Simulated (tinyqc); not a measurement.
Worked calculation: quantum-confined Stark effect in a modulator well. Values are carried at full precision from step to step, so a last printed digit may differ when a step is redone from the rounded ones.

Constants: hbar^2/2m0 = 3.80998211 eV angstrom^2; e^2/(4 pi eps0) = 14.39964547 eV angstrom; hc = 1239.841984 eV nm.

Inputs chosen for the exercise (near those of a GaAs well in AlGaAs; the results hold for these values, not for the real material):
```
symbol  value   unit      meaning
L       82      angstrom  well width
me      0.0682  m0        electron, well
mh      0.352   m0        heavy hole along z, well
F       53      kV/cm     field
Vc      0.267   eV        conduction offset
Vv      0.139   eV        heavy-hole offset
meb     0.0896  m0        electron, barrier
mhb     0.373   m0        heavy hole, barrier
Eg      1.441   eV        gap of the well
mp      0.166   m0        heavy hole in the plane
eps     12.6              dielectric constant
dE      11      meV       operating point below the zero-field line
G       6       meV       half width of the exciton line
```

## Estimate for hard walls

Second order: each level moves by -C m (e F)^2 L^4/(2c), C = (15/pi^2 - 1)/(24 pi^2), c = hbar^2/2m0, 1 kV/cm = 1e-5 eV/angstrom. It holds while e F L is no more than about twice 3 c pi^2/(m L^2).

Estimate:
```
carrier     shift (meV)  e F L over the level spacing
electron          -0.25                          0.18
heavy hole        -1.29                          0.91
```

The hole, 5.2 times heavier, carries 84 % of the estimated shift; for hard walls second order errs by about 2 % at a ratio of 1 and 13 % at 3.

## Levels and envelopes

Envelopes on cells of 0.5 angstrom over the well |z| < L/2 and 45 angstrom of barrier on each side, psi = 0 beyond, psi'/m continuous (mean mass between points), c = hbar^2/2m0. The electron sees + e F z and the hole - e F z, each with its offset in the barriers; 1 kV/cm = 1e-5 eV/angstrom. Light holes, band mixing and escape by tunnelling are left out.

Ground levels, squared overlap and separation <z>_h - <z>_e without and with the field.

Results:
```
F (kV/cm)  E_e (meV)  E_h (meV)  overlap^2  separation (angstrom)
0              41.36      10.60      0.985                    0.0
53             40.29       7.69      0.853                   14.6
```

The electron level moves by -1.07 meV (4.3 times the hard-wall estimate, since it leaks into the barriers and sees a wider well) and the hole level by -2.91 meV (2.26 times).

## Exciton

Exciton: in-plane function exp(-rho/lam), 1/mu = 1/me + 1/mp, E(lam) = c/(mu lam^2) - (q/eps) times the integral over k of Fm(k)(1 + (k lam/2)^2)^(-3/2), Fm(k) the double integral of psi_e^2 psi_h^2 exp(-k |z - z'|), q = e^2/(4 pi eps0); binding Eb = -E at the minimum. Line at Eg + E_e + E_h - Eb, strength proportional to overlap^2/lam^2.

Minimise over lam without and with the field.

Results:
```
F (kV/cm)  lam (angstrom)  Eb (meV)  line (eV)     nm  overlap^2/lam^2 (1e-4/angstrom^2)
0                   113.6      9.28     1.4837  835.7                             0.7631
53                  117.1      8.94     1.4800  837.7                             0.6225
```

The weaker binding gives back 0.34 meV of the red shift, leaving 3.6 meV; the strength falls to 82 %.

## Contrast at the operating point

With a Gaussian line of half width G, the absorption at E_op = line(0) - dE is proportional to strength x exp(-ln2 ((E_op - line)/G)^2); continuum absorption is left out. Give it at both fields, relative to the zero-field peak.

E_op = 1.4727 eV
wavelength = 841.9 nm

absorption without and with the field: 0.097  0.29

The field changes the absorption by +0.19 of the zero-field peak. The zero-field tail still absorbs here, since dE is no more than 2G, which costs insertion loss.

## Checks

- Zero-field levels against the matching condition of the square well, meV: largest difference 5.2e-02.
- Slope d(E_e + E_h)/dF against minus the separation (Hellmann-Feynman), angstrom: both -14.6.

Computed by tinyqc, a small Python program: `OMP_NUM_THREADS=1 python tinyqc.py 1250874 1250875 out.jsonl` (the numbers bound the seed that draws the inputs); one thread of a shared host (Intel(R) Xeon(R) Processor @ 2.30GHz), about 0.1 s for the whole set of steps.
